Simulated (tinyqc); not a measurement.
# Disorder broadening of a flat band (such as a Landau level) in the self-consistent Born approximation: two studies

The local Green function is G = g0(z - Sigma) with z = E + i eta and g0(z) = 1/z; the self-energy is Sigma = D G. The density of states is -Im G/pi.

Inputs (values chosen for the exercise):
- D = 0.6 eV^2 (variance of the random potential)
- eta = 0.043 eV (bare broadening)
- E = -1.229 eV (energy from the band centre)

Each table varies one quantity; the others keep the values above.

## Effect of the disorder strength

Sigma is iterated to self-consistency (retarded branch, Im Sigma < 0); first Born means Sigma = D g0(z) put once into G = g0(z - Sigma); clean means Sigma = 0. Closed form: G = (z - sqrt(z^2 - 4 D))/(2 D) with the root that gives Im G < 0; for eta -> 0 a semi-ellipse of half-width 2 sqrt(D).

The same in every row: DOS, clean (1/eV) = 0.009051.

Effect of the disorder strength:
```
D (eV^2)	Re Sigma (eV)	Im Sigma (eV)	DOS, self-consistent (1/eV)	DOS, first Born (1/eV)
0.017	-0.01397	-5.003e-4	0.009367	0.009361
0.039	-0.03255	-0.001203	0.009816	0.009781
0.089	-0.07714	-0.003087	0.01104	0.01082
0.2	-0.1924	-0.009804	0.01560	0.01360
0.46	-0.5692	-0.2699	0.1868	0.02430
1	-0.5978	-0.7679	0.2444	0.1274
2.4	-0.6052	-1.401	0.1858	0.06646
```

What does the table show?

|Im Sigma| rises from 5.00e-4 to 1.40 eV, as D^(1.06) between the first two rows and D^(0.69) between the last two (the golden rule gives power 1, broadening wider than the band power 1/2). First Born is 0.065 % below the self-consistent density of states in the first row and 0.36 times it in the last.

## Density of states across the band

Same model as above.

Results:
```
E (eV)	Re Sigma (eV)	Im Sigma (eV)	DOS, self-consistent (1/eV)	DOS, first Born (1/eV)	DOS, clean (1/eV)
0	0	-0.75339	0.39969	0.022742	7.4026
0.186	0.090401	-0.74780	0.39672	0.027051	0.37556
0.372	0.18068	-0.73076	0.38768	0.046945	0.097604
0.558	0.27070	-0.70147	0.37214	0.14419	0.043700
0.744	0.36024	-0.65837	0.34927	2.4602	0.024645
0.93	0.44888	-0.59858	0.31756	0.26558	0.015792
1.115	0.53525	-0.51716	0.27436	0.060049	0.010993
1.301	0.61739	-0.40088	0.21268	0.026122	0.0080777
1.487	0.67376	-0.20770	0.11019	0.014773	0.0061849
1.859	0.41470	-0.017320	0.0091884	0.0067971	0.0039585
```

Estimate the missing row, E = 1.673 eV.

Computed row:
```
E (eV)	Re Sigma (eV)	Im Sigma (eV)	DOS, self-consistent (1/eV)	DOS, first Born (1/eV)	DOS, clean (1/eV)
1.673	0.51646	-0.034695	0.018406	0.0096017	0.0048870
```

With this row back in the table: The self-consistent density of states falls from 0.400 to 0.00919 1/eV. It drops to the tail left by eta beyond 2 sqrt(D) = 1.55 eV. By ratio, first Born differs most at E = 0 eV, where it is 0.057 times the self-consistent value.

Range of the model: The self-consistent Born approximation misses band tails from rare fluctuations and localisation.

Numbers from tinyqc (`OMP_NUM_THREADS=1 python tinyqc.py 2720125 2720126 out.jsonl`; about 0.01 s on one thread of a shared Intel Xeon 2.30GHz).
